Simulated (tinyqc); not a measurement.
Phonon polaritons: single-oscillator infrared dielectric function of a polar cubic crystal. Computed by tinyqc, a small Python program. Command: `OMP_NUM_THREADS=1 python tinyqc.py 3020240 3020241 out.jsonl infrared walk`. One thread of a shared host (Intel(R) Xeon(R) Processor @ 2.30GHz), about 0.01 s of CPU time with the checks.

One ion pair, charges +Z* and -Z*, in a cell of volume Omega = a^3/4. Frequencies omega are given as wavenumbers (1/cm); eps_s is the static dielectric constant.

Inputs (values chosen for the exercise, modelled on gallium phosphide):
```
quantity            value      unit
lattice constant a  5.451  angstrom
mass M_A            69.72         u
mass M_B            30.97         u
omega_TO              371      1/cm
Born charge Z*       1.99         e
eps_inf              9.16         -
```

Structure: zinc blende. Free carriers: absent.

Constants: nu for 1 eV/(angstrom^2 u) = 15.6333042 THz; 1 THz = 33.35640952 1/cm; e^2/(4 pi eps_0) = 14.39964548 eV angstrom.

Method. mu = M_A M_B/(M_A + M_B); ionic plasma term W^2 = 4 pi Z*^2 (e^2/(4 pi eps_0))/(Omega mu) in eV/(angstrom^2 u), turned into 1/cm by W = 15.6333042 x 33.35640952 x sqrt(W^2); omega_LO^2 = omega_TO^2 + W^2/eps_inf; eps_s = eps_inf + W^2/omega_TO^2; Szigeti charge 3 Z*/(eps_inf + 2); longitudinal (Callen) charge Z*/eps_inf. Transverse waves without damping obey Q^2 = omega^2 eps(omega), Q = wave vector/(2 pi) in 1/cm: eps_inf omega^4 - (eps_inf omega_LO^2 + Q^2) omega^2 + Q^2 omega_TO^2 = 0.

eps_s = 10.7904

omega_LO = 402.666 1/cm

Branches (1/cm):
```
Q      lower branch  upper branch  Q/sqrt(eps_s)  Q/sqrt(eps_inf)
120           36.50         403.0           36.5             39.6
370          111.80         405.7          112.6            122.3
730          214.28         417.6          222.2            241.2
1200         312.35         470.9          365.3            396.5
1800         352.64         625.7          548.0            594.7
3000         365.76        1005.4          913.3            991.2
6100         369.85        2021.8         1857.0           2015.5
12000        370.71        3968.0         3653.1           3964.9
```

What does the comparison show, and why?

The lower branch starts as light slowed by sqrt(eps_s) (0.999 of that line) and ends at 0.999 omega_TO; the upper starts at 1.001 omega_LO and ends at 1.001 of the light line with eps_inf. No branch lies between omega_TO and omega_LO.
